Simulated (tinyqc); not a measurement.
Worked calculation: thin-film optics by transfer matrices. Values are carried at full precision from step to step, so a last printed digit may differ when a step is redone from the rounded ones.

Indices N = n + i k. Snell: N0 sin(theta) = N_j sin(theta_j), with Im(N_j cos theta_j) >= 0. Admittance y_j = N_j cos theta_j for s and N_j/cos theta_j for p. Phase delta_j = 2 pi N_j cos theta_j d_j/lambda. Layer matrix [[cos delta, -i sin delta/y], [-i y sin delta, cos delta]], multiplied from the top down to M. (B, C) = M (1, y_sub); r = (y0 B - C)/(y0 B + C), R = |r|^2, T = 4 Re y0 Re y_sub/|y0 B + C|^2, absorbed in the films 1 - R - T.

Values chosen for the exercise (indices near those of HfO2, SiO2 on Cu; shifted at random, so the results belong to these values and not to a real crystal):
- lam = 365 nm (vacuum wavelength)
- n0 = 1 (ambient index)
- n = (2.191, 1.497, 1.271) (n of HfO2, SiO2, substrate)
- k = (0, 0, 2.044) (k in the same order)
- d = (2.1, 12.2) nm (thicknesses, top first)
- theta = 65 degrees (angle of incidence)
- pol = s (polarisation)

## Angles, admittances and phases

Form cos theta_j, y_j and delta_j.

cos theta_j: ambient 0.4226, film 1 0.9104, film 2 0.7959, substrate 1.0327+0.0616i

y_j: ambient 0.4226, film 1 1.9948, film 2 1.1915, substrate 1.1867+2.1891i

delta_j (rad): film 1 0.0721, film 2 0.2502

## Layer matrices and their product

Form each matrix and multiply from the top down.

matrix of film 1:
```
,1,2
1,0.9974,-0.0361i
2,-0.1437i,0.9974
```

matrix of film 2:
```
,1,2
1,0.9689,-0.2078i
2,-0.2950i,0.9689
```

M:
```
,1,2
1,0.9557,-0.2423i
2,-0.4335i,0.9365
```

Each matrix has determinant 1, and so has M.

## Reflection and transmission

Close the stack on the substrate.

B, C: 1.4861-0.2875i  1.1113+1.6165i

r = -0.6537-0.4373i
R = 0.6186
T into the substrate = 0.3814
absorbed in the films = 0.0000

The bare substrate would reflect 0.7282.

## Ellipsometric angles

Ellipsometry: rho = tan(Psi) exp(i Delta) = -conj(r_p/r_s) with the r of the admittance formula, Delta in 0 to 360 degrees, so that a bare dielectric at small angles gives Delta = 180.

Repeat the steps for both polarisations.

r_s = -0.6537-0.4373i
r_p = 0.3341-0.4446i
Psi = 35.26 degrees
Delta = 86.86 degrees

## Checks

- R against the recursion of Airy sums from the substrate up: both 0.61864.

tinyqc: `OMP_NUM_THREADS=1 python tinyqc.py 1681180 1681181 out.jsonl`; about 0.01 s, one thread, shared Intel(R) Xeon(R) Processor @ 2.30GHz.
